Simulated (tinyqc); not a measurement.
Formation energy of a charged point defect from supercell energies: one step, computed by the program tinyqc.

The host is a compound AB. Making the defect adds n_A = 1, n_B = -1 atoms to the cell. All total energies are inputs. E_F is counted from the valence-band maximum (VBM); x = 0 is A-rich and x = 1 B-rich growth.

Problem. Formation energies at E_F = 0. E_f(q, E_F) = [E(defect, q) - E(host)] - sum n_i mu_i + q (E_VBM + dV + E_F) + E_corr(q).

Inputs (values chosen for the exercise, for a model compound AB): E_VBM of the host cell = 2.818 eV; potential alignment dV = -0.14 eV.

Defect: A on a B site. Supercell lattice: sc.

charge states q: 1  0  -1  -2

E(defect, q) - E(host), in the order of q (eV): -2.648  2.416  6.17  11.291

sum n_i mu_i = -1.0602 eV

E_corr (eV): (q=+1) 0.1092683, (q=0) 0.0000000, (q=-1) 0.1092683, (q=-2) 0.4370732

Give: E_f(q, 0).

Solution.

E_f(q, 0) (eV): (q=+1) 1.199, (q=0) 3.476, (q=-1) 4.661, (q=-2) 7.432
